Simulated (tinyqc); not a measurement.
# Donor binding, ionisation and the Mott limit: Freeze-out

Hydrogenic donor: Ry = (m0 q^3/(8 eps0^2 h^2)) me/eps_r^2 in eV, E0 = cc Ry, radius a = q/(8 pi eps0 eps_r E0), Mott density Nm = (0.26/a)^3. Below Nm the level sinks as Ed = E0 [1 - (N/Nm)^(1/3)]. Neutrality: Nc F12(eta) = N/(1 + 2 exp(eta + Ed/kB T)), F12(x) = (2/sqrt(pi)) int_0^infinity sqrt(u)/(1 + exp(u - x)) du.

Nc is given at 77 K and scales as T^1.5.

Inputs (values chosen for the exercise); band and dielectric values close to those of 4H silicon carbide:
```
symbol    value   unit                                                  meaning
eps_r      9.89                                           relative permittivity
me        0.363     m0  mass in the hydrogenic formula, set independently of Nc
Nc      2.22e18  cm^-3                conduction-band density of states at 77 K
cc            2          ratio of the true binding energy to the hydrogenic one
N        2.1e19  cm^-3                                            donor density
```

Constants: q = 1.602176634e-19 C, kB = 1.380649e-23 J/K, eps0 = 8.8541878128e-12 F/m, h = 6.62607015e-34 J s, m0 = 9.1093837015e-31 kg, Vt = kB T/q. Results are converted to the units shown.

Result of one run:

| eta | n (cm^-3) | ionised (%) | ln(n/T^0.75) |
|---|---|---|---|
| -0.68530 | 4.6405e18 | 22.098 | 38.936 |

Which temperature T gave this result: 45, 150, 220, 300 or 400 K?

T = 220 K.

The whole series:

| T (K) | eta | n (cm^-3) | ionised (%) | ln(n/T^0.75) |
|---|---|---|---|---|
| 30 | -3.1000 | 2.3944e16 | 0.11402 | 35.164 |
| 45 | -1.8584 | 1.4679e17 | 0.69898 | 36.673 |
| 60 | -1.2966 | 3.8231e17 | 1.8205 | 37.414 |
| 80 | -0.93201 | 8.1895e17 | 3.8997 | 37.960 |
| 110 | -0.70797 | 1.6086e18 | 7.6602 | 38.397 |
| 150 | -0.63158 | 2.7370e18 | 13.033 | 38.695 |
| 220 | -0.68530 | 4.6405e18 | 22.098 | 38.936 |
| 300 | -0.82180 | 6.5574e18 | 31.226 | 39.049 |
| 400 | -1.0076 | 8.5578e18 | 40.751 | 39.100 |

The ionised share rises from 0.114 to 40.8 %. Between the first two rows ln(n/T^0.75) has the slope -11.7 meV against q/kB T; deep freeze-out without compensation gives -Ed/2 = -11.9 meV.

Range of the model: A sharp level with degeneracy 2 overstates freeze-out near Nm, where the impurity band broadens and merges with the conduction band.

Program tinyqc, `OMP_NUM_THREADS=1 python tinyqc.py 2330085 2330086 out.jsonl`; Intel Xeon 2.30GHz, shared host, one thread, about 0.01 s.
